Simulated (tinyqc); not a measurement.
# Hot electrons in a saturated n-channel MOSFET, lucky-electron model: what changes with what

Beyond pinch-off the lateral field grows as Esat cosh(y/l) over the velocity-saturated region (pseudo-two-dimensional model). Impact ionisation in this region gives the substrate current, which biases the body forward through Rsub. Currents are per width. Local-field laws: they overstate ionisation when the field peak is narrower than an energy relaxation length.

Inputs (values chosen for the exercise); values close to those of silicon n-channel devices:
```
symbol  value        unit                                   meaning
L        0.35          um                            channel length
tox       7.2          nm                           oxide thickness
xj        120          nm                            junction depth
VT       0.63           V                                 threshold
mu        420  cm^2/(V s)                        effective mobility
vs      9.5e6        cm/s                       saturation velocity
Ai        2e6        1/cm                      ionisation prefactor
Bi       1.71       MV/cm                          ionisation field
Rd        700      ohm um     resistance of the lightly doped drain
Rsub     4300      ohm um                      substrate resistance
kb       0.42              fall of VT per volt of forward body bias
m         3.3                                     lifetime exponent
Hl        990     s uA/um                         lifetime constant
Vd        2.4           V                             drain voltage
Vg        1.5           V                              gate voltage
```

Constants: eps0 = 8.8541878128e-14 F/cm where lengths are in cm. Results are converted to the units shown.

Each table varies one quantity; the others keep the values above.

## Effect of the drain voltage

Cox = 3.9 eps0/tox, l = sqrt(3 tox xj), Esat = 2 vs/mu. Overdrive g = Vg - VT + kb Vb; Vdsat = g Esat L/(g + Esat L); Id = Cox vs (g - Vdsat); dV = Vd - Id Rd - Vdsat; Em = sqrt((dV/l)^2 + Esat^2); Isub = Id (Ai/Bi) l Em exp(-Bi/Em). Vb = Rsub Isub is solved self-consistently. Lifetime tau = (Hl/Id)(Isub/Id)^(-m); 1 year = 3.15576e7 s.

Result of one run:
```
Vd (V)  Id (uA/um)  Em (MV/cm)  Isub (uA/um)  Isub/Id  tau (years)
2.7          142.9      0.4022         4.876  0.03412      0.01522
```

What becomes of these results when the drain voltage Vd is changed from 2.7 to 2.19 V, all else the same?

Result of the changed run:
```
Vd (V)  Id (uA/um)  Em (MV/cm)  Isub (uA/um)   Isub/Id  tau (years)
2.19         141.0      0.3037        0.9153  0.006491        3.687
```

The whole series:
```
Vd (V)  Id (uA/um)  Em (MV/cm)  Isub (uA/um)   Isub/Id  tau (years)
1.5          140.6      0.1711      0.006541  4.653e-5      4.416e7
1.67         140.6      0.2035       0.03818  2.716e-4      1.309e5
1.84         140.6      0.2361        0.1416  0.001007         1731
2.01         140.8      0.2689        0.3905  0.002774        61.07
2.19         141.0      0.3037        0.9153  0.006491        3.687
2.36         141.4      0.3366         1.763   0.01247       0.4266
2.53         142.0      0.3695         3.053   0.02149      0.07039
2.7          142.9      0.4022         4.876   0.03412      0.01522
```

As Vd goes from 1.5 to 2.7 V, Em rises from 0.171 to 0.402 MV/cm, Isub rises from 0.00654 to 4.88 uA/um and tau falls from 4.42e7 to 0.0152 years. The slope of ln(tau) against 1/Vd is 85.8 V between the first two rows and 61.5 V between the last two; ten years are last met at Vd = 2.01 V among the rows. For Vd = 1.5 to 1.84 V tau is a far extrapolation that only says that hot carriers are no limit.

## Effect of the oxide thickness

Same model as above.

Effect of the oxide thickness:
```
tox (nm)  Id (uA/um)  Em (MV/cm)  Isub (uA/um)    Isub/Id  tau (years)
4             261.79     0.43656        10.095   0.038561    0.0055497
5             206.41     0.40083        5.7624   0.027917     0.020438
6.1           167.80     0.36951        3.3226   0.019801     0.078104
7.6           133.95     0.33637        1.7082   0.012753      0.41791
9.4           107.98     0.30630       0.84667  0.0078410       2.5809
12            84.442     0.27444       0.35057  0.0041516       26.906
14            72.340     0.25585       0.19229  0.0026582       136.78
```

As tox goes from 4 to 14 nm, Em falls from 0.437 to 0.256 MV/cm, Isub falls from 10.1 to 0.192 uA/um and tau rises from 0.00555 to 137 years. From the first row to the last, log10(tau) changes by 4.4: 3.8 from (Isub/Id)^(-m), which holds Em and l, and 0.56 from 1/Id.

## Effect of the junction depth

Same model as above.

Effect of the junction depth:
```
xj (nm)  Id (uA/um)  Em (MV/cm)  Isub (uA/um)   Isub/Id  tau (years)
48            146.6      0.5382         12.38   0.08449     7.448e-4
65            144.1      0.4645         7.388   0.05126     0.003940
88            142.5      0.4007         4.080   0.02863      0.02724
120           141.5      0.3443         2.023   0.01429       0.2714
160           141.0      0.2993        0.9574  0.006789        3.179
220           140.7      0.2564        0.3693  0.002624        73.41
300           140.6      0.2208        0.1268  9.015e-4         2495
```

Read the table: what changes, and by how much?

As xj goes from 48 to 300 nm, Em falls from 0.538 to 0.221 MV/cm, Isub falls from 12.4 to 0.127 uA/um and tau rises from 7.45e-4 to 2490 years. From the first row to the last, log10(tau) changes by 6.5: 6.5 from (Isub/Id)^(-m), which holds Em and l, and 0.018 from 1/Id. At xj = 300 nm tau is a far extrapolation that only says that hot carriers are no limit.

Program tinyqc, `OMP_NUM_THREADS=1 python tinyqc.py 2550068 2550069 out.jsonl`; Intel Xeon 2.30GHz, shared host, one thread, about 0.01 s.
